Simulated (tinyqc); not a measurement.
Worked calculation: geometry optimisation on the UHF/sto-6g surface (energies and gradients from PySCF), for H3, spin multiplicity 2. Computed by tinyqc, a small Python program that keeps every step (integrals from PySCF). Settings: charge = 0, multiplicity = 2, basis = sto-6g, optimiser = bfgs, first Hessian = 0.3, largest step = 0.1, iteration cap = 30. Command: `OMP_NUM_THREADS=1 python tinyqc.py 23305 23306 out.jsonl` (the two numbers bound the seeds that draw the settings). One thread of a shared host (Intel(R) Xeon(R) Processor @ 2.60GHz), about 2 s of CPU time with the checks.

positions at the start (bohr), order 1H, 2H, 3H:
```
[[0.000000, 0.024566, 0.049133],
 [-0.060471, -0.017008, 1.893506],
 [0.000000, 1.625164, 0.956201]]
```

Stop when the largest gradient component is below 3e-5 hartree/bohr. The inverse Hessian follows the BFGS update with s = step, y = change of gradient.

Course of the optimisation:
```
step  E (hartree)  largest gradient (hartree/bohr)
1     -1.35452855                         2.56e-01
2     -1.39031623                         2.08e-01
3     -1.41641972                         1.81e-01
4     -1.43825953                         1.59e-01
5     -1.45878416                         1.40e-01
6     -1.47874859                         1.21e-01
7     -1.49741867                         1.02e-01
8     -1.51376151                         8.67e-02
9     -1.52756379                         7.50e-02
10    -1.53912626                         6.41e-02
11    -1.54880761                         5.44e-02
12    -1.55691984                         4.60e-02
13    -1.56371959                         3.88e-02
14    -1.56941786                         3.25e-02
15    -1.57418899                         2.72e-02
16    -1.57817866                         2.27e-02
17    -1.58150930                         1.89e-02
18    -1.58428454                         1.57e-02
19    -1.58659225                         1.30e-02
20    -1.58850709                         1.07e-02
21    -1.59009246                         8.83e-03
22    -1.59140215                         7.26e-03
23    -1.59248170                         5.96e-03
24    -1.59336960                         4.87e-03
25    -1.59409827                         3.98e-03
26    -1.59469500                         3.25e-03
27    -1.59518264                         2.64e-03
28    -1.59558032                         2.14e-03
29    -1.59590398                         1.74e-03
30    -1.59616689                         1.50e-03
```

Can the last value be used, and what does the course show?

Not by the stop rule. Not converged within 30 steps: the energy falls at every step, but slowly. Reruns: method bfgs, first Hessian 0.6, largest step 0.3: not converged.
